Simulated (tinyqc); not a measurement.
Ferroelectric switching by domains, Kolmogorov-Avrami-Ishibashi kinetics with Merz's law: two steps of the calculation.

A film poled to -Ps gets a pulse V of length t. Field E = V/d, characteristic time tau = t0 exp(Ea/E). The switched share is f = 1 - exp(-(t/tau)^m). P = Ps (2 f - 1).

Parameters, values chosen for the exercise: switchable polarisation Ps = 31 uC/cm^2; time prefactor t0 = 1.9 ns; activation field Ea = 11000 kV/cm; film thickness d = 50 nm; Avrami exponent m = 3; pulse voltage V = 12 V; pulse length tp = 290 ns.

Question 1. Field and characteristic time. E = V/d, tau = t0 exp(Ea/E).

Give: E; tau.

Answer 1.

E = 2400 kV/cm
tau = 185.9 ns

Question 2. State after the pulse, peak of the switching current. f = 1 - exp(-(tp/tau)^m); the current density 2 Ps df/dt peaks at t = tau ((m - 1)/m)^(1/m) (at t = 0 for m = 1); half of the film has switched at tau (ln 2)^(1/m).

tau = 185.89597 ns

Wanted: f; P after the pulse; time of the peak; peak current density; half-switching time.

Answer 2.

f = 0.9776
P after the pulse = 29.61 uC/cm^2
time of the peak = 162.4 ns
peak current density = 392.0 A/cm^2
half-switching time = 164.5 ns

tinyqc, about 0.01 s, one thread, Intel Xeon 2.30GHz (shared host): `OMP_NUM_THREADS=1 python tinyqc.py 2860103 2860104 out.jsonl`
